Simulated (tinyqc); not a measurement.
## Doping from two capacitances

Problem. An abrupt p-n junction obeys 1/C^2 = 2 (Vbi - V)/(q eps0 eps_r Ne), Ne = Na Nd/(Na + Nd), Vbi = Vt ln(Na Nd/ni^2), V the bias of the p side. Na is known to be the larger doping. Find Ne, Vbi, Na and Nd.

Inputs (values chosen for the exercise):
- T = 300 K (temperature)
- eps_r = 11.7 (relative permittivity)

Constants: q = 1.602176634e-19 C, kB = 1.380649e-23 J/K, Vt = kB T/q, eps0 = 8.8541878128e-14 F/cm where lengths are in cm. Results are converted to the units shown.

C at V = 0 and -2.9 V (nF/cm^2): [122.34271, 59.496562]
ni = 1.3025384e10 cm^-3

Solution. The slope of 1/C^2 against -V gives Ne and its intercept Vbi. Then Na Nd = ni^2 exp(Vbi/Vt) and Na + Nd = Na Nd/Ne, so both are roots of one quadratic.

Ne = 1.620e17 cm^-3
Vbi = 0.8983 V
Na = 1.100e18 cm^-3
Nd = 1.900e17 cm^-3

Program tinyqc, `OMP_NUM_THREADS=1 python tinyqc.py 2000063 2000064 out.jsonl`; Intel Xeon 2.30GHz, shared host, one thread, about 0.02 s.
